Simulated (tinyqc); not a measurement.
Inside a calculation. Model: finite-size error of a charged defect in a periodic cell: Madelung and Makov-Payne terms. Computed by tinyqc, a small Python program that keeps every step. Command: `OMP_NUM_THREADS=1 python tinyqc.py 3010267 3010268 out.jsonl imagecharge walk`. One thread of a shared host (Intel(R) Xeon(R) Processor @ 2.30GHz), about 0.03 s of CPU time with the checks. Intermediate numbers are printed to about 7 digits and carried at full precision; extremes and crossings named in words are read from the listed rows.

L is the cube root of the cell volume. The defect charge is a Gaussian, rho(r) = q (2 pi sigma^2)^(-3/2) exp(-r^2/2 sigma^2), repeated periodically in a uniform neutralising background and screened by a continuum. The model cell energy is E(L) = E_0 + [periodic - isolated electrostatic energy].

Inputs (values chosen for the exercise, with screening close to that of ZnO):

| quantity | value | unit |
|---|---|---|
| charge q | -3 | e |
| cell length L | 16.1 | angstrom |
| dielectric constant eps | 8.16 | - |
| width sigma of the defect charge | 1.3 | angstrom |
| formation energy of the isolated defect E_0 | 3.459 | eV |

Supercell lattice: fcc. Screening: isotropic.

scatter added to the six cells, standing for numerical noise (meV): 3.3  -8.9  4.3  -1.6  1.3  -12

Constants: e^2/(4 pi eps_0) = 14.39964548 eV angstrom.

## The cell

Cell vectors: (0,1,1), (1,0,1), (1,1,0), scaled to volume L^3.

cell vectors (rows) (angstrom):
```
          1         2         3
1   0.00000  12.77858  12.77858
2  12.77858   0.00000  12.77858
3  12.77858  12.77858   0.00000
```

nearest image = 18.07164 angstrom

## Madelung energy

Ewald sum for a unit point charge: scale each Cartesian component of the cell by 1/sqrt(eps_i), giving R', G' and V'; E = [ (1/2) sum erfc(eta R')/R' + (2 pi/V') sum exp(-G'^2/4 eta^2)/G'^2 - eta/sqrt(pi) - pi/(2 V' eta^2) ] e^2/(4 pi eps_0) / sqrt(eps_x eps_y eps_z), over n_i = -6..6, omitting n = (0,0,0), eta = 2/V'^(1/3). alpha = -2 E eps_g L/(e^2/(4 pi eps_0)), eps_g = (eps_x eps_y eps_z)^(1/3).

terms for a unit charge (eV): real space 0.0008800, reciprocal 0.0075528, self -0.1236775, background -0.0430423

Madelung constant alpha = 2.888282

point-charge correction -q^2 E = 1.424583 eV

## Energy of the smeared charge in the cell

Periodic energy of the Gaussian: (2 pi q^2/V) sum_(G != 0) exp(-sigma^2 G^2)/(G.eps.G) x e^2/(4 pi eps_0), n_i = -k..k with k = max(9, L/sigma rounded up). Isolated energy: q^2/(2 sqrt(pi) sigma) <1/(n.eps.n)> e^2/(4 pi eps_0), the mean over directions n, here 1/eps.

periodic energy = 2.062149 eV

isolated energy = 3.446322 eV

finite-size error = -1.384173 eV

E(L) = 2.074827 eV

## Makov-Payne correction

Second radial moment Q = q <r^2> = 3 q sigma^2; E(corrected) = E(L) + q^2 alpha e^2/(4 pi eps_0)/(2 eps L) - 2 pi q Q e^2/(4 pi eps_0)/(3 eps L^3). Errors left are the corrected energies less E_0.

Q = -15.21 e angstrom^2

third-order term = -0.04041039 eV

error left after the first term = 0.04041040 eV

error left after both terms = 0 eV

third-order over first-order term, in size = 0.02836646

The point-charge term alone overcorrects by 0.0404 eV, 3 % of itself; both terms together are exact to 1e-7 eV, since the clouds do not overlap.

## A series of cells

Cells of the same shape with L scaled by 0.7, 0.85, 1, 1.25, 1.5 and 2; the scatter is added to E(L). The point-charge correction scales as 1/L from its value at the input L.

Scaling data:

| L (angstrom) | 1/L (1/angstrom) | E(L) (eV) | E(L) + point-charge correction (eV) |
|---|---|---|---|
| 11.270 | 0.08873114 | 1.544995 | 3.580115 |
| 13.685 | 0.07307271 | 1.839921 | 3.515902 |
| 16.100 | 0.06211180 | 2.079127 | 3.503710 |
| 20.125 | 0.04968944 | 2.338423 | 3.478090 |
| 24.150 | 0.04140787 | 2.522551 | 3.472273 |
| 32.200 | 0.03105590 | 2.739760 | 3.452051 |

## Ways to reach the isolated limit

Least-squares fits of E(L) to a + b/L, a + c/L^3 or a + b/L + c/L^3; the estimate is a, and errors are against E_0.

Estimates of E_0:

| way | estimate (eV) | error (meV) |
|---|---|---|
| largest cell, uncorrected | 2.739760 | -719.2404 |
| largest cell, point-charge term | 3.452051 | -6.9487 |
| 1/L fit, three smallest | 3.312720 | -146.2803 |
| 1/L fit, all six | 3.381546 | -77.4539 |
| 1/L^3 fit, all six | 2.614550 | -844.4499 |
| 1/L and 1/L^3, three smallest | 3.742268 | 283.2679 |
| 1/L and 1/L^3, all six | 3.440639 | -18.3605 |
| corrected data, 1/L^3 fit | 3.454354 | -4.6458 |

coefficient b of the full fit = -22.56123 eV angstrom

Best here: corrected data, 1/L^3 fit (-4.6 meV); worst: 1/L^3 fit, all six (-844 meV). The fitted b is 98.4 % of the Madelung value -q^2 alpha e^2/(8 pi eps_0 eps_g), so such a fit also measures the screening. The three-term fit to three small cells has no spare point and magnifies the scatter. A pure 1/L fit lands below E_0, because the positive 1/L^3 term flattens the small-cell points.

Checks made by the program: the same sum with another eta (relative difference below 1e-10); both terms against the exact model when the clouds do not overlap (relative difference below 1e-10).
